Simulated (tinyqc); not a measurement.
What each parameter does: defect-molecule model of a vacancy with Jahn-Teller distortion.

Four dangling hybrids a, b, c, d point into the vacancy: H_ii = E0, and -gm between any two. A tetragonal distortion Q pairs a with b and c with d: those two couplings become -gm - I Q and the other four -gm + I Q/2, at an elastic cost k Q^2/2. The a1 level holds two electrons; charge states 2+, + and 0 put n = 0, 1, 2 more into the lowest level of t2 origin. Energy from the 2+ state at Q = 0, with the Fermi level mu counted from Ev: W_n(Q) = n (et - 2 I Q) + k Q^2/2 + Uc n (n - 1)/2 - n mu. et = E0 + gm is the undistorted t2 level.

Values chosen for the exercise (of the size used for the vacancy in silicon; shifted at random, so the results belong to these values and not to a real crystal): E0 = -0.01 eV (level of a dangling hybrid, from Ev); gm = 0.3 eV (coupling between two dangling hybrids); I = 1.14 eV/angstrom (Jahn-Teller coupling); k = 18 eV/angstrom^2 (force constant of the mode); Uc = 0.31 eV (repulsion of two electrons in one orbital).

E_JT = 2 I^2/k, E(2+/+) = et - E_JT, E(+/0) = et - 3 E_JT + Uc, U_eff = E(+/0) - E(2+/+); a1 level E0 - 3 gm.

Results for these values:
```
case,(2+/+) (eV),(+/0) (eV),U_eff (eV),a1 (eV)
base,0.1456,0.1668,0.0212,-0.9100
```

What happens to each result for E0 = 0.04 eV, all else kept?

Answer: (2+/+) rises from 0.1456 to 0.1956; (+/0) rises from 0.1668 to 0.2168; U_eff does not change at the printed digits; a1 rises from -0.9100 to -0.8600.

The same for each parameter in turn:
```
case,(2+/+) (eV),(+/0) (eV),U_eff (eV),a1 (eV)
base,0.1456,0.1668,0.0212,-0.9100
E0 = 0.04 eV,0.1956,0.2168,0.0212,-0.8600
gm = 0.34 eV,0.1856,0.2068,0.0212,-1.0300
I = 1.254 eV/angstrom,0.1153,0.0758,-0.0394,-0.9100
k = 19.8 eV/angstrom^2,0.1587,0.2062,0.0475,-0.9100
Uc = 0.37 eV,0.1456,0.2268,0.0812,-0.9100
```

E0 and gm move both levels alike, so U_eff depends on I, k and Uc alone.

Computed by tinyqc, a small Python program: `OMP_NUM_THREADS=1 python tinyqc.py 1480827 1480828 out.jsonl` (the numbers bound the seed that draws the inputs); one thread of a shared host (Intel(R) Xeon(R) Processor @ 2.30GHz), about 0.01 s for the whole set of steps.
